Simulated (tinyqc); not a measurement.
# Worked calculation: MOS inversion layer, Poisson-Schroedinger loop

Numbers from tinyqc (`OMP_NUM_THREADS=1 python tinyqc.py 2160060 2160061 out.jsonl`; about 0.4 s on one thread of a shared Intel Xeon 2.30GHz). Printed values are rounded.

Electrons confined at an insulator interface at z = 0, treated as a hard wall; parabolic valleys, Hartree approximation, no image or exchange terms. The depletion charge lies far deeper than the electrons and gives a uniform field q Nd/(eps0 eps_r); the gate balances all charge. Energies are counted from the band edge at the interface.

Values chosen for this exercise; masses and permittivity close to those of germanium (100):
- T = 77 K (temperature)
- eps_r = 15.7 (relative permittivity)
- mz1 = 0.119 m0 (mass along z of valley set A (4 valley(s)))
- md1 = 0.293 m0 (in-plane density-of-states mass of set A)
- Ns = 4.9e11 cm^-2 (sheet density of electrons)
- Nd = 3.2e12 cm^-2 (sheet density of depletion charge)
- hz = 0.95 nm (mesh step)
- a = 0.3 (mixing factor)

Constants: q = 1.602176634e-19 C, kB = 1.380649e-23 J/K, hbar = 1.054571817e-34 J s, m0 = 9.1093837015e-31 kg, Vt = kB T/q, eps0 = 8.8541878128e-14 F/cm where lengths are in cm, hbar^2/(2 m0) = 0.0380998212 eV nm^2. Results are converted to the units shown.

## Fixed part of the potential

z, node 1 to 15 (nm): [0.95, 1.9, 2.85, 3.8, 4.75, 5.7, 6.65, 7.6, 8.55, 9.5, 10.45, 11.4, 12.35, 13.3, 14.25]

V0 = q Nd z/(eps0 eps_r) in eV.

fixed potential V0, node 1 to 15 (eV): [0.035038, 0.070075, 0.105113, 0.140151, 0.175189, 0.210226, 0.245264, 0.280302, 0.315339, 0.350377, 0.385415, 0.420452, 0.455490, 0.490528, 0.525566]

## Round 1: levels and probability densities

self-consistent potential U at the start, node 1 to 15 (eV): [0, 0, 0, 0, 0, 0, 0, 0, 0, 0, 0, 0, 0, 0, 0]

Tridiagonal Hamiltonian with psi = 0 one step beyond both ends: H_ii = C (1/m_(i-1/2) + 1/m_(i+1/2))/hz^2 + V0_i + U_i, H_(i,i+1) = -C/(m_(i+1/2) hz^2), C = hbar^2/(2 m0). The lowest 2 level(s) are kept, normalised to hz sum |psi|^2 = 1. The mass is the same on all intervals.

levels (eV): A1 0.175748, A2 0.305210

```
node  |psi|^2 of A1 (1/nm)  |psi|^2 of A2 (1/nm)
1                 0.095236              0.088608
2                 0.244828              0.135899
3                 0.284740              0.038133
4                 0.217317              0.007785
5                 0.123874              0.109358
6                 0.056258              0.204258
7                 0.021162              0.204483
8                 0.006766              0.141403
9                 0.001874              0.074786
10                0.000456              0.031939
11                0.000099              0.011387
12                0.000019              0.003462
13                0.000003              0.000904
14                0.000001              0.000197
15                0.000000              0.000029
```

## Round 1: Fermi level and occupations

Level k holds N_k = D_k Vt ln(1 + exp((EF - E_k)/Vt)) with D = 4 md1 m0 q/(pi hbar^2) per eV (spin included); EF is fixed by sum N_k = Ns.

EF = 0.163704 eV
N_k (cm^-2): A1 4.90000e11, A2 1777.78

## Round 1: density, output potential and mixing

n_i = sum_k N_k |psi_k|^2 (converted to cm^-3). Hartree part by Gauss: on the interval before node i the electrons still beyond are S_i = Ns - hz sum_(j<i) n_j, and U_i = U_(i-1) + q S_i hz/(eps0 eps_r) in eV, U_0 = 0 at the interface. Mixing: U(new) = U + a (U(out) - U).

```
node  n (1e18 cm^-3)  U(out) (eV)  U after round 1 (1e-3 eV)
1            0.46665    0.0053651                    1.60954
2            1.19966    0.0102449                    3.07347
3            1.39522    0.0138768                    4.16303
4            1.06485    0.0160574                    4.81721
5            0.60698    0.0171303                    5.13910
6            0.27567    0.0175719                    5.27157
7            0.10369    0.0177267                    5.31802
8            0.03316    0.0177737                    5.33212
9            0.00918    0.0177862                    5.33587
10           0.00223    0.0177892                    5.33675
11           0.00048    0.0177898                    5.33694
12           0.00009    0.0177899                    5.33697
13           0.00002    0.0177899                    5.33698
14           0.00000    0.0177899                    5.33698
15           0.00000    0.0177899                    5.33698
```

## Course of the self-consistent loop

Start from U = 0. Stop when the largest |U(out) - U| is below 1e-7 eV, or after 60 rounds. From round 2 on: Anderson mixing of depth m keeps the last m inputs V and residuals F = V(out) - V(in), fits c by least squares to F = dF c over their successive differences dF, dV, and sets V(new) = V + a F - (dV + a dF) c. Here m = 3.

Course of the iteration:
```
round  level A1 (eV)   EF (eV)  largest |U(out) - U| (eV)
1           0.175748  0.163704                     0.0178
2           0.179763  0.167718                     0.0123
3           0.188875  0.176831                    1.02e-4
4           0.188942  0.176897                    4.00e-6
5           0.188942  0.176898                    1.09e-7
6           0.188942  0.176898                    7.61e-8
```

Converged in 6 rounds.

## Converged levels, occupations and centroid

converged U, node 1 to 15 (eV): [0.0053651, 0.0102113, 0.0137601, 0.0158474, 0.0168529, 0.0172586, 0.0173982, 0.0174399, 0.0174508, 0.0174534, 0.0174539, 0.0174540, 0.0174540, 0.0174540, 0.0174540]

Solve for the levels with V0 + U, find EF, n_i = sum_k N_k |psi_k|^2 (in cm^-3); share of each level N_k/Ns; centroid sum n z/sum n.

levels (eV): A1 0.188942, A2 0.320452
EF = 0.176898 eV
shares (%): A1 100.000, A2 0.000
n, node 1 to 15 (in units of 1e18 cm^-3): [0.49886, 1.24740, 1.40508, 1.03984, 0.57668, 0.25574, 0.09422, 0.02958, 0.00806, 0.00193, 0.00041, 0.00008, 0.00001, 0.00000, 0.00000]
centroid = 3.09056 nm

An 800-node mesh to 24 nm with 8 levels a set gives A1 = 0.1906 eV, EF = 0.1785 eV and a centroid of 3.145 nm; the levels kept above hold 100 % of the electrons there. The coarse centroid is 1.7 % below the fine one.

## Closed-form estimates

Triangular well: E_k = a_k (C F^2/mz)^(1/3), a_1 = 2.338107, a_2 = 4.087949, C = hbar^2/(2 m0), F in eV/nm. Fang-Howard (all electrons in the lowest level of set A): b^3 = 6 (mz1/C) q (Nd + 11 Ns/32)/(eps0 eps_r), centroid 3/b, level C b^2/(4 mz1) + (3/b) q (Nd + 11 Ns/16)/(eps0 eps_r). Use F = q (Nd + Ns)/(eps0 eps_r), the surface field, and F = q (Nd + Ns/2)/(eps0 eps_r).

A1 with the surface field = 0.194887 eV
A1 with Nd + Ns/2 = 0.186162 eV
A2 with Nd + Ns/2 = 0.325486 eV
b = 0.899405 1/nm
Fang-Howard centroid = 3.33554 nm
Fang-Howard level = 0.200719 eV

Against the self-consistent A1 = 0.1906 eV on a fine mesh, the surface-field estimate is 2.3 % above it, the half-charge one 2.3 % below it and Fang-Howard 5.3 % above it. A1 holds 100 % of the electrons, and the Fang-Howard centroid is 6.1 % above the full one.
